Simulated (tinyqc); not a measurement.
Schottky barrier on an n-type semiconductor, non-linear Poisson equation by Newton steps: one step of the calculation.

One dimension, metal at x = 0, donor density C(x) = Nd, uniform. Energies are counted from the electron Fermi level of the semiconductor and the conduction-band edge is Ec = -psi, so n = Nc exp(psi/Vt); holes follow the Fermi level of the metal, at -V, so p = Nv exp((V - psi - Eg)/Vt). Ends: psi(0) = V - phiB and psi = Vt ln(Nd/Nc) deep inside. Boltzmann statistics, full ionisation, no current, no image force in the Poisson equation.

Task. Converged densities, field and barrier lowering. n and p as above; E_i = -(psi_(i+1) - psi_i)/h_i; at the metal |E_0| = |E on interval 0| + q rho_0 (h_0/2)/(eps0 eps_r), rho_0 = p_0 - n_0 + C_0; image-force lowering dphi = sqrt(q |E_0|/(4 pi eps0 eps_r)).

Parameters, values chosen for the exercise; band and dielectric values close to those of silicon:
- T = 300 K (temperature)
- Eg = 1.12 eV (band gap)
- eps_r = 11.6 (relative permittivity)
- Nc = 2.83e19 cm^-3 (conduction-band density of states at T)
- Nv = 2.69e19 cm^-3 (valence-band density of states at T)
- V = 0.08 V (bias of the metal against the semiconductor)

Constants: q = 1.602176634e-19 C, kB = 1.380649e-23 J/K, Vt = kB T/q, eps0 = 8.8541878128e-14 F/cm where lengths are in cm. Results are converted to the units shown.

x, node 0 to 10 (nm): [0, 20, 43.5, 71.1, 103, 141, 186, 238, 300, 372, 457]
converged psi, node 0 to 10 (V): [-0.62000000, -0.52278301, -0.42529670, -0.33390050, -0.25925059, -0.21124475, -0.19226998, -0.18739990, -0.18644994, -0.18630950, -0.18629196]
donor density C, node 0 to 10 (cm^-3): [2.1e16, 2.1e16, 2.1e16, 2.1e16, 2.1e16, 2.1e16, 2.1e16, 2.1e16, 2.1e16, 2.1e16, 2.1e16]

Find: n; p; field E; |E_0| at the metal; image-force lowering.

Result.

n, node 0 to 10 (cm^-3): [1.0870e9, 4.6711e10, 2.0282e12, 6.9583e13, 1.2490e15, 7.9989e15, 1.6665e16, 2.0119e16, 2.0872e16, 2.0986e16, 2.1000e16]
p, node 0 to 10 (cm^-3): [2.3663e12, 5.5067e10, 1.2682e9, 3.6966e7, 2.0594e6, 3.2157e5, 1.5435e5, 1.2785e5, 1.2324e5, 1.2257e5, 1.2249e5]
field E, interval 0 to 9 (kV/cm): [-48.608, -41.484, -33.115, -23.401, -12.633, -4.217, -0.937, -0.153, -0.020, -0.002]
|E_0| at the metal = 51.885 kV/cm
image-force lowering = 25.379 mV

Numbers from tinyqc (`OMP_NUM_THREADS=1 python tinyqc.py 2020020 2020021 out.jsonl`; about 0.03 s on one thread of a shared Intel Xeon 2.30GHz).
